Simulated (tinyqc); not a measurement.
Inside a calculation: polytypes by hexagonality, and a cubic inclusion as a quantum well. Values are carried at full precision from step to step, so a last printed digit may differ when a step is redone from the rounded ones.

A layer is h if its two neighbours in the periodic sequence sit on the same site, k otherwise; the hexagonality h is the share of h layers.

Constants: hbar^2/2m0 = 3.80998211 eV angstrom^2.

Inputs chosen for the exercise (of the order of those of SiC; shifted at random, so the results belong to these values and not to a real crystal):
- E3 = 2.382 eV (gap of the cubic polytype)
- E2 = 3.338 eV (gap of 2H)
- Ev2 = 0.127 eV (valence top of 2H above that of 3C)
- P2 = -0.0345 C/m^2 (spontaneous polarisation of 2H)
- Es = 3.243 eV (gap at the hexagonality hs)
- hs = 0.5 (hexagonality up to which the first line holds)
- m = (0.293, 0.341) m0 (electron mass along c in the cubic layer and in the host)
- d = 2.514 angstrom (thickness of a double layer)
- eps = 10.1 (dielectric constant)
- N = 2 (double layers in the cubic inclusion)

## Hexagonality

Stacking sequences:
```
polytype         sequence
15R       ABCACBCABACABCB
4H                   ABCB
8H               ABCABACB
3C                    ABC
2H                     AB
```

Give the h/k string and h of each.

Hexagonality:
```
polytype       h/k string       h
15R       hkkhkhkkhkhkkhk  0.4000
4H                   hkhk  0.5000
8H               hkkkhkkk  0.2500
3C                    kkk  0.0000
2H                     hh  1.0000
```

## Gaps and band edges

Gap: E3 + (Es - E3) h/hs for h up to hs, then linear from Es to E2 at h = 1. Valence top Ev2 h and polarisation P2 h, both counted from 3C; Ec = Ev + gap.

Evaluate for each polytype.

Results:
```
polytype  gap (eV)  Ev (eV)  Ec (eV)  P (C/m^2)
15R         3.0708   0.0508   3.1216   -0.01380
4H          3.2430   0.0635   3.3065   -0.01725
8H          2.8125   0.0318   2.8443   -0.00863
3C          2.3820   0.0000   2.3820    0.00000
2H          3.3380   0.1270   3.4650   -0.03450
```

The widest gap is that of 2H, the narrowest that of 3C. Ev and Ec both rise with h, so 3C collects electrons and the more hexagonal side holes: a staggered line-up.

## The bound level without the field

A cubic inclusion of width L = N d in the host (h = 0.5) is a well of depth V = Ec(host) - Ec(3C). Square well with mass mismatch: k tan(k L/2) = (m_w/m_b) q, k = sqrt(m_w E/c), q = sqrt(m_b (V - E)/c), c = hbar^2/2m0, lowest root. The depth of the level, V - E, is its binding, and the transition to the valence top of the host is gap(host) - (V - E). The step in polarisation gives a field |F| = |P|/(eps eps0) in a thin inclusion, eps0 = 8.8541878e-12 F/m.

Give V, L, the level E, its depth below the host conduction edge and the transition to the valence top of the host, gap(host) - (V - E).

V = 0.9245 eV
L = 5.028 angstrom
E above the bottom = 0.6373 eV
depth below the host edge = 0.2872 eV
transition = 2.9558 eV

The level keeps 31 % of the well depth. The transition lies above the gap of 3C itself (2.382 eV). At a few layers the effective-mass picture is only a guide.

## The polarisation field

Give |F|, the drop |F| L, the bound charge |P|/e per cm^2 (e = 1.602176634e-19 C), and, as a first estimate, the shift -|F| L/2 of the transition for an electron centred in the layer and a hole in the host on the high side.

|F| = 1.929 MV/cm
drop = 97.0 meV
bound charge = 1.08e+13 cm^-2
estimated shift = -48.5 meV

The drop is 10 % of the well depth. The host edge on the low side sinks by 48 meV against the centre, less than the 287 meV by which the flat well binds.

## Checks

- Square-well root against finite differences on a grid of 0.5 angstrom (eV): 0.637 against 0.638.

Run: tinyqc, `OMP_NUM_THREADS=1 python tinyqc.py 1880126 1880127 out.jsonl`; Intel(R) Xeon(R) Processor @ 2.30GHz, one thread, shared host; about 0.04 s of CPU time with all checks.
